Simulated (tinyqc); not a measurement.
## Partial widths from the peak

Question. A Breit-Wigner resonance has total width G = GL + GR and peak transmission Tp = 4 GL GR/G^2. GL is known to be the larger. Find GL, GR and the lifetime hbar/G.

Constants: q = 1.602176634e-19 C, hbar = 1.054571817e-34 J s. Results are converted to the units shown.

G = 2.3735860 meV
Tp = 0.92655683

Solution. GL and GR have the sum G and the product Tp G^2/4, so they are (G/2)(1 +/- sqrt(1 - Tp)).

GL = 1.51 meV
GR = 0.865 meV
lifetime = 277 fs

Program tinyqc, `OMP_NUM_THREADS=1 python tinyqc.py 2600046 2600047 out.jsonl`; Intel Xeon 2.30GHz, shared host, one thread, about 0.1 s.
